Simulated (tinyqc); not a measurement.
## Field from the level spacing

Question. In a triangular well E_k = a_k (C F^2/mz1)^(1/3), a_1 = 2.338107, a_2 = 4.087949, C = hbar^2/(2 m0), F in eV/nm (1 MV/cm = 0.1 eV/nm). Find F, E_1, the mean distance 2 E_1/(3 F) of the lowest level and the sheet charge eps0 eps_r F/q behind such a field.

Inputs (values chosen for the exercise):
- eps_r = 14.1 (relative permittivity)
- mz1 = 0.041 m0 (mass along z of valley set A (1 valley(s)))

Constants: q = 1.602176634e-19 C, hbar = 1.054571817e-34 J s, m0 = 9.1093837015e-31 kg, eps0 = 8.8541878128e-14 F/cm where lengths are in cm, hbar^2/(2 m0) = 0.0380998212 eV nm^2. Results are converted to the units shown.

spacing of the two lowest levels = 273.21121 meV

Answer. The spacing over a_2 - a_1 is the energy scale (C F^2/mz1)^(1/3), which gives F. For so light a mass a level this high lies where the band is no longer parabolic.

F = 0.640 MV/cm
E_1 = 365 meV
mean distance = 3.80 nm
sheet charge over q = 4.99e12 cm^-2

Program tinyqc, `OMP_NUM_THREADS=1 python tinyqc.py 2160172 2160173 out.jsonl`; Intel Xeon 2.30GHz, shared host, one thread, about 0.6 s.
